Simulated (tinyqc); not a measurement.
# Hot electrons in a saturated n-channel MOSFET, lucky-electron model: effects of single changes

Beyond pinch-off the lateral field grows as Esat cosh(y/l) over the velocity-saturated region (pseudo-two-dimensional model). Impact ionisation in this region gives the substrate current, which biases the body forward through Rsub. Currents are per width. Local-field laws: they overstate ionisation when the field peak is narrower than an energy relaxation length.

Inputs (values chosen for the exercise); values close to those of silicon n-channel devices:
- L = 0.8 um (channel length)
- tox = 17 nm (oxide thickness)
- xj = 240 nm (junction depth)
- VT = 0.58 V (threshold)
- mu = 300 cm^2/(V s) (effective mobility)
- vs = 9.5e6 cm/s (saturation velocity)
- Ai = 2e6 1/cm (ionisation prefactor)
- Bi = 1.79 MV/cm (ionisation field)
- Rd = 400 ohm um (resistance of the lightly doped drain)
- Rsub = 11000 ohm um (substrate resistance)
- kb = 0.3 (fall of VT per volt of forward body bias)
- m = 3.3 (lifetime exponent)
- Hl = 1700 s uA/um (lifetime constant)
- Vd = 4 V (drain voltage)
- Vg = 2.8 V (gate voltage)

Constants: eps0 = 8.8541878128e-14 F/cm where lengths are in cm. Results are converted to the units shown.

Each table varies one quantity; the others keep the values above.

## Effect of the junction depth

Cox = 3.9 eps0/tox, l = sqrt(3 tox xj), Esat = 2 vs/mu. Overdrive g = Vg - VT + kb Vb; Vdsat = g Esat L/(g + Esat L); Id = Cox vs (g - Vdsat); dV = Vd - Id Rd - Vdsat; Em = sqrt((dV/l)^2 + Esat^2); Isub = Id (Ai/Bi) l Em exp(-Bi/Em). Vb = Rsub Isub is solved self-consistently. Lifetime tau = (Hl/Id)(Isub/Id)^(-m); 1 year = 3.15576e7 s.

Effect of the junction depth:

| xj (nm) | Id (uA/um) | Em (MV/cm) | Isub (uA/um) | Isub/Id | tau (years) |
|---|---|---|---|---|---|
| 96 | 131.21 | 0.34887 | 2.1155 | 0.016122 | 0.33795 |
| 130 | 130.83 | 0.30178 | 0.95349 | 0.0072880 | 4.6562 |
| 180 | 130.63 | 0.25873 | 0.35799 | 0.0027404 | 117.62 |
| 240 | 130.56 | 0.22633 | 0.13422 | 0.0010280 | 2991.7 |
| 330 | 130.53 | 0.19584 | 0.039744 | 3.0448e-4 | 1.6592e5 |
| 440 | 130.52 | 0.17253 | 0.011764 | 9.0128e-5 | 9.2177e6 |
| 600 | 130.52 | 0.15133 | 0.0028150 | 2.1568e-5 | 1.0330e9 |

As xj goes from 96 to 600 nm, Em falls from 0.349 to 0.151 MV/cm, Isub falls from 2.12 to 0.00281 uA/um and tau rises from 0.338 to 1.03e9 years. From the first row to the last, log10(tau) changes by 9.5: 9.5 from (Isub/Id)^(-m), which holds Em and l, and under 0.005 from 1/Id. For xj = 240 to 600 nm tau is a far extrapolation that only says that hot carriers are no limit.

## Effect of the resistance of the lightly doped drain

Same model as above.

Effect of the resistance of the lightly doped drain:

| Rd (ohm um) | Id (uA/um) | Em (MV/cm) | Isub (uA/um) | Isub/Id | tau (years) |
|---|---|---|---|---|---|
| 0 | 130.57 | 0.23086 | 0.15991 | 0.0012247 | 1678.7 |
| 150 | 130.57 | 0.22916 | 0.14986 | 0.0011477 | 2079.8 |
| 300 | 130.56 | 0.22746 | 0.14031 | 0.0010747 | 2584.3 |
| 500 | 130.56 | 0.22519 | 0.12834 | 9.8302e-4 | 3468.0 |
| 800 | 130.55 | 0.22180 | 0.11193 | 8.5738e-4 | 5446.2 |
| 1200 | 130.55 | 0.21729 | 0.092717 | 7.1022e-4 | 10139 |
| 1600 | 130.54 | 0.21278 | 0.076251 | 5.8411e-4 | 19327 |

What does the table show?

As Rd goes from 0 to 1600 ohm um, Em falls from 0.231 to 0.213 MV/cm, Isub falls from 0.160 to 0.0763 uA/um and tau rises from 1680 to 19300 years. From the first row to the last, log10(tau) changes by 1.1: 1.1 from (Isub/Id)^(-m), which holds Em and l, and under 0.005 from 1/Id. The price is 0.209 V dropped over Rd in the last row. In every row tau is a far extrapolation that only says that hot carriers are no limit.

## Effect of the channel length

Same model as above.

Result of one run:

| L (um) | Id (uA/um) | Em (MV/cm) | Isub (uA/um) | Isub/Id | tau (years) |
|---|---|---|---|---|---|
| 2.3 | 56.656 | 0.19590 | 0.014756 | 2.6045e-4 | 6.4006e5 |

What becomes of these results when the channel length L is changed from 2.3 to 0.57 um, all else the same?

Result of the changed run:

| L (um) | Id (uA/um) | Em (MV/cm) | Isub (uA/um) | Isub/Id | tau (years) |
|---|---|---|---|---|---|
| 0.57 | 163.24 | 0.23988 | 0.27804 | 0.0017033 | 452.13 |

The whole series:

| L (um) | Id (uA/um) | Em (MV/cm) | Isub (uA/um) | Isub/Id | tau (years) |
|---|---|---|---|---|---|
| 0.4 | 200.34 | 0.25530 | 0.56994 | 0.0028449 | 67.789 |
| 0.57 | 163.24 | 0.23988 | 0.27804 | 0.0017033 | 452.13 |
| 0.8 | 130.56 | 0.22633 | 0.13422 | 0.0010280 | 2991.7 |
| 1.1 | 103.54 | 0.21516 | 0.067118 | 6.4823e-4 | 17279 |
| 1.6 | 76.992 | 0.20423 | 0.030352 | 3.9422e-4 | 1.1994e5 |
| 2.3 | 56.656 | 0.19590 | 0.014756 | 2.6045e-4 | 6.4006e5 |
| 3.2 | 42.294 | 0.19003 | 0.0080610 | 1.9059e-4 | 2.4028e6 |

As L goes from 0.4 to 3.2 um, Em falls from 0.255 to 0.190 MV/cm, Isub falls from 0.570 to 0.00806 uA/um and tau rises from 67.8 to 2.40e6 years. From the first row to the last, log10(tau) changes by 4.5: 3.9 from (Isub/Id)^(-m), which holds Em and l, and 0.68 from 1/Id. For L = 0.8 to 3.2 um tau is a far extrapolation that only says that hot carriers are no limit.

tinyqc, about 0.01 s, one thread, Intel Xeon 2.30GHz (shared host): `OMP_NUM_THREADS=1 python tinyqc.py 2550169 2550170 out.jsonl`
